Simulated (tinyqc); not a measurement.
How far the spectrum must be known: Lorentz oscillators and the Kramers-Kronig relations.

eps(E) = 1 + sum_j S_j/(E0_j^2 - E^2 - i G_j E).

Kramers-Kronig: eps1(E) = 1 + (2/pi) P integral_0^infinity E1 eps2(E1)/(E1^2 - E^2) dE1. Maclaurin rule on the grid E_j = j h, j = 1 .. M: eps1(E_i) = 1 + (4 h/pi) sum over j with j - i odd of E_j eps2(E_j)/(E_j^2 - E_i^2); nothing is added above E_M.

Inputs chosen for the exercise: E0 = (3.38, 4.42) eV (resonances); G = (0.83, 0.59) eV (widths); S = (38.2, 93.2) eV^2 (strengths); E_t = 0.7 eV (energy below the first line).

The integrals are done by adaptive quadrature and cut at E_cut. f-sum share: (2/pi) integral of E eps2 over sum S. Static share: (2/pi) integral of eps2/E over eps(0) - 1.

Cut integrals:

| E_cut (eV) | eps1(E_t) | f-sum share | static share |
|---|---|---|---|
| 3.5 | 4.083 | 0.170 | 0.365 |
| 4.9 | 8.659 | 0.781 | 0.913 |
| 6.6 | 9.260 | 0.911 | 0.986 |
| 8.8 | 9.339 | 0.944 | 0.996 |
| 13.3 | 9.366 | 0.966 | 0.999 |
| 22.1 | 9.373 | 0.981 | 1.000 |

eps1(E_t) from the formula = 9.375

Cut at 4.9 eV, just above the last line, eps1(E_t) lacks 0.715; cut at 22.1 eV it lacks 0.002. At 6.6 eV the static sum has reached 0.986 and the f-sum only 0.911: the f-sum weights eps2 by E and the static sum by 1/E, so the f-sum needs the far tail.

(tinyqc, `OMP_NUM_THREADS=1 python tinyqc.py 1650935 1650936 out.jsonl`, Intel(R) Xeon(R) Processor @ 2.30GHz, 1 thread, shared host, about 0.1 s.)
